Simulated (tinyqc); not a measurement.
Worked calculation: RKS/LDA (PW92) in the sto-3g basis, for H3+, spin multiplicity 1. One step of it, computed by the program tinyqc.

Task: Iteration 2: building the Kohn-Sham matrix. J_ij = sum D_kl (ij|kl); F = H + J + V_xc; E = tr D H + tr D J / 2 + E_xc + E_nn.

D after iteration 1, order 1H 1s, 2H 1s, 3H 1s:
$$\begin{pmatrix}
0.356631 & 0.356631 & 0.368440 \\
0.356631 & 0.356631 & 0.368440 \\
0.368440 & 0.368440 & 0.380639
\end{pmatrix}$$

core Hamiltonian H = T + V (hartree), order 1H 1s, 2H 1s, 3H 1s:
$$\begin{pmatrix}
-1.384370 & -0.811814 & -0.732672 \\
-0.811814 & -1.384370 & -0.732672 \\
-0.732672 & -0.732672 & -1.353705
\end{pmatrix}$$

Two-electron integrals (ij|kl) in chemists' order, unique and non-zero (hartree):
```
(11|11) 0.774606   (21|11) 0.268878   (21|21) 0.123351   (22|11) 0.449116
(22|21) 0.268878   (22|22) 0.774606   (31|11) 0.236147   (31|21) 0.096607
(31|22) 0.185627   (31|31) 0.098051   (32|11) 0.185627   (32|21) 0.096607
(32|22) 0.236147   (32|31) 0.087615   (32|32) 0.098051   (33|11) 0.424954
(33|21) 0.198561   (33|22) 0.424954   (33|31) 0.236147   (33|32) 0.236147
(33|33) 0.774606
```

nuclear repulsion = 1.38561835 hartree

V_xc (hartree), order 1H 1s, 2H 1s, 3H 1s:
$$\begin{pmatrix}
-0.382513 & -0.166559 & -0.149931 \\
-0.166559 & -0.382513 & -0.149931 \\
-0.149931 & -0.149931 & -0.381564
\end{pmatrix}$$

E_xc = sum of w rho eps_xc = -0.58079648 hartree

Give: Coulomb J; Kohn-Sham matrix F; total energy of this density.

Result:

Coulomb J (hartree), order 1H 1s, 2H 1s, 3H 1s:
$$\begin{pmatrix}
1.101 & 0.498 & 0.446 \\
0.498 & 1.101 & 0.446 \\
0.446 & 0.446 & 1.088
\end{pmatrix}$$

Kohn-Sham matrix F (hartree), order 1H 1s, 2H 1s, 3H 1s:
$$\begin{pmatrix}
-0.666 & -0.481 & -0.437 \\
-0.481 & -0.666 & -0.437 \\
-0.437 & -0.437 & -0.648
\end{pmatrix}$$

total energy of this density = -1.25097 hartree
